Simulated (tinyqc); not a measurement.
Superjunction drift layer against a plain one, charge balance: two steps of the calculation.

Alternating n and p pillars of equal width wp, doping N and length Lp. When depleted, the lateral field peaks at Ex = q N wp/(2 eps0 eps_r) at the pillar junctions and a uniform vertical field Ey is added; breakdown is taken where Ex^2 + Ey^2 = Ef^2. Only the n pillars conduct, narrowed by the zero-bias depletion. A first-order model: the field peaks at the pillar ends are left out.

Inputs (values chosen for the exercise); values close to those of 4H silicon carbide:
```
symbol,value,unit,meaning
eps_r,9.62,,relative permittivity of the semiconductor
E16,2.53,MV/cm,critical field at a doping of 1e16 cm^-3
mx,940,cm^2/(V s),mobility at low doping
mi,38.9,cm^2/(V s),mobility at high doping
Nr,2e17,cm^-3,reference doping of the mobility
BV,4200,V,wanted breakdown voltage
```

Constants: q = 1.602176634e-19 C, eps0 = 8.8541878128e-14 F/cm where lengths are in cm. Results are converted to the units shown.

Question 1. Doping of the plain drift layer. Ec(N) = E16 (N/1e16 cm^-3)^(1/8); N(new) = eps0 eps_r Ec(N)^2/(2 q BV).

N after iteration 1 = 4.0511205e15 cm^-3

Wanted: Ec; N after iteration 2.

Answer 1.

Ec = 2.260 MV/cm
N after iteration 2 = 3.232e15 cm^-3

Question 2. Thickness and resistance of the plain layer. Ec(N) = E16 (N/1e16 cm^-3)^(1/8), mu(N) = mi + (mx - mi)/(1 + (N/Nr)^0.9). W = 2 BV/Ec, Rsp = W/(q mu N).

N of the plain layer = 2.9975531e15 cm^-3

Give: mu; W; Rsp.

Answer 2.

mu = 919.90 cm^2/(V s)
W = 38.598 um
Rsp = 8.7366 mohm cm^2

Numbers from tinyqc (`OMP_NUM_THREADS=1 python tinyqc.py 2590053 2590054 out.jsonl`; about 0.01 s on one thread of a shared Intel Xeon 2.30GHz).
